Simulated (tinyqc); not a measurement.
Worked calculation: electromigration in a confined line: Blech product, Korhonen stress evolution and Black's law. Computed by tinyqc, a small Python program that keeps every step. Command: `OMP_NUM_THREADS=1 python tinyqc.py 3011431 3011432 out.jsonl emigr walk`. One thread of a shared host (Intel(R) Xeon(R) Processor @ 2.30GHz), about 0.01 s of CPU time with the checks. Intermediate numbers are printed to about 5 digits and carried at full precision; extremes and crossings named in words are read from the listed rows.

The electron wind pushes atoms from the cathode (x = 0) to the anode (x = L); blocking ends build a back stress (tension positive). The input rho is taken not to change with temperature. d sigma/dt = d/dx [kappa (d sigma/dx + G)], with zero flux at both ends and sigma = 0 at t = 0.

Inputs (values chosen for the exercise, close to those used for cobalt lines):
```
quantity                              value          unit
resistivity rho                        9.54  micro-ohm cm
atomic volume Omega                    11.1    angstrom^3
effective charge number Z*              1.8             -
prefactor D0                        1.1e-06         m^2/s
activation energy E                    1.26            eV
effective modulus B                      53           GPa
critical stress sigma_c                 390           MPa
current density j                       3.1       MA/cm^2
line length L                            20            um
test temperature T                      350             C
time as a fraction of L^2/kappa, s      0.2             -
use temperature T_u                     125             C
use current density j_u                0.72       MA/cm^2
current exponent n                      1.2             -
```

Start: stress-free.

Constants: e = 1.602176634e-19 C; k_B = 8.617333262e-05 eV/K; k_B = 1.380649e-23 J/K.

## Driving force and diffusivities

G = Z* e rho j/Omega; D = D0 exp(-E/(k_B T)); kappa = D B Omega/(k_B T); drift velocity of an unconfined line v = D Z* e rho j/(k_B T). SI: 1 micro-ohm cm = 1e-8 ohm m, 1 MA/cm^2 = 1e10 A/m^2. Temperatures in kelvin are T(C) + 273.15.

stress gradient G = 76.837 MPa/um

diffusivity D = 7.0964e-17 m^2/s

kappa = 4.8524e-15 m^2/s

drift velocity = 25.325 nm/h

## Steady state and Blech product

At steady state sigma(x) = G (L/2 - x). A void forms only if the cathode stress reaches sigma_c, that is if j L exceeds (j L)_c = 2 Omega (sigma_c)/(Z* e rho). Time scale tau = L^2/kappa.

steady cathode stress = 768.37 MPa

j L = 6200 A/cm

critical product (j L)_c = 3146.9 A/cm

tau = 22.898 h

j L is 1.97 times the critical product: the line can fail. Caution: a steady stress above sigma_c is formal, since a void forms first.

## Series terms at the cathode

sigma(x, t) = G L [1/2 - x/L - 4 sum_(m odd) cos(m pi x/L) exp(-m^2 pi^2 s)/(m pi)^2], s = t/tau, summed to m = 399. The terms at x = 0 are 4 exp(-m^2 pi^2 s)/(m pi)^2; tau = L^2/kappa.

terms for m = 1, 3, 5, 7: 0.056299  8.6726e-10  6.0013e-24  8.1598e-45

cathode stress at time s = 681.85 MPa

time t = 4.5796 h

Caution: the stress exceeds sigma_c: a void would already have formed and relaxed it, so the value is formal.

## Stress along the line

Steady state: G L (1/2 - x/L). Take x/L = 0, 0.1, 0.2, 0.3, 0.4, 0.6, 0.8 and 1.

Stress (MPa):
```
x/L  at time s  steady state
0.0     681.85        768.37
0.1     532.41        614.70
0.2     391.03        461.02
0.3     256.49        307.35
0.4     126.94        153.67
0.6    -126.94       -153.67
0.8    -391.03       -461.02
1.0    -681.85       -768.37
```

Caution: stresses above sigma_c are formal, since a void forms first.

## Finite line against the semi-infinite law

Semi-infinite line: sigma(0, t) = 2 G L sqrt(s/pi). One-term form: keep m = 1 alone.

Cathode stress (MPa):
```
s           t (h)  full series  semi-infinite  one term
0.002  4.5796e-02        77.55           77.5    157.73
0.005  1.1449e-01       122.61          122.6    175.54
0.01   2.2898e-01       173.40          173.4    204.09
0.02   4.5796e-01       245.23          245.2    257.12
0.05   1.1449e+00       387.33          387.7    388.14
0.1    2.2898e+00       536.23          548.3    536.24
0.2    4.5796e+00       681.85          775.5    681.85
0.4    9.1592e+00       756.35         1096.7    756.35
0.8    1.8318e+01       768.14         1551.0    768.14
```

Among these rows the semi-infinite law holds to 1 % up to s = 0.05 and the one-term form from s = 0.05 on: the far end is felt once sqrt(kappa t) is no longer small against L, and by then the terms with m > 1 have nearly died out. The critical stress 390 MPa is passed between s = 0.05 and 0.1. Caution: rows beyond sigma_c are formal, since a void ends the model there.

## Time to nucleate a void

Solve sigma(0, t) = sigma_c for s; the semi-infinite estimate is t = (pi/kappa) ((sigma_c)/(2 G))^2.

nucleation time = 1.1610 h

semi-infinite estimate = 1.1583 h

The two agree: the void nucleates before the far end is felt, so the time scales as 1/j^2 and not with L.

## Extrapolation by Black's law

Median life t50 = A j^(-n) exp(E/(k_B T)); acceleration factor = t50(use)/t50(test) = (j/j_u)^n exp[(E/k_B)(1/T_u - 1/T)].

current factor = 5.7655

temperature factor = 5.7373e+05

acceleration factor = 3.3078e+06

At the use current j_u L lies below the critical product, where Black's law does not apply: the line would not fail by this mechanism. Caution: an acceleration factor above a million assumes one mechanism over a range that no test covers. Caution: j_u L lies below the critical product, so the acceleration factor is formal: at use the line would not void.

Checks made by the program: series against a 200-cell finite-volume solution (on the scale of G L) (relative difference 2e-06).
